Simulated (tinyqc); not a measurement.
# Magnetoresistance against angle

Conductance G = G0 (1 + P1 P2 cos(phi)) at low bias, phi the angle between the magnetisations, normalised to Rp = RA/area at phi = 0.

Parameters, values chosen for the exercise:
- Dm = 56 nm (diameter)
- P1 = 0.72 (spin polarisation of the reference layer)
- P2 = 0.58 (spin polarisation of the free layer)
- RA = 14.4 ohm um^2 (resistance-area product, parallel state)

Results:

| phi (degree) | R (kohm) | R/Rp - 1 (%) | share of the full TMR (%) |
|---|---|---|---|
| 0 | 5.8465 | 0 | 0 |
| 20 | 5.9523 | 1.8087 | 1.2612 |
| 45 | 6.3986 | 9.4429 | 6.5847 |
| 90 | 8.2880 | 41.760 | 29.120 |
| 110 | 9.6690 | 65.381 | 45.591 |
| 135 | 11.761 | 101.16 | 70.541 |
| 160 | 13.641 | 133.32 | 92.965 |
| 180 | 14.231 | 143.41 | 100.00 |

Estimate the missing row, phi = 70 degree.

Computed row:

| phi (degree) | R (kohm) | R/Rp - 1 (%) | share of the full TMR (%) |
|---|---|---|---|
| 70 | 7.2522 | 24.043 | 16.766 |

With this row back in the table: R rises from 5.85 to 14.2 kohm, TMR0 = 143 %. It is the conductance that follows cos(phi), so at 90 degrees R has covered only (1 - P1 P2)/2 = 29.1 % of its range.

Numbers from tinyqc (`OMP_NUM_THREADS=1 python tinyqc.py 2450031 2450032 out.jsonl`; about 0.01 s on one thread of a shared Intel Xeon 2.30GHz).
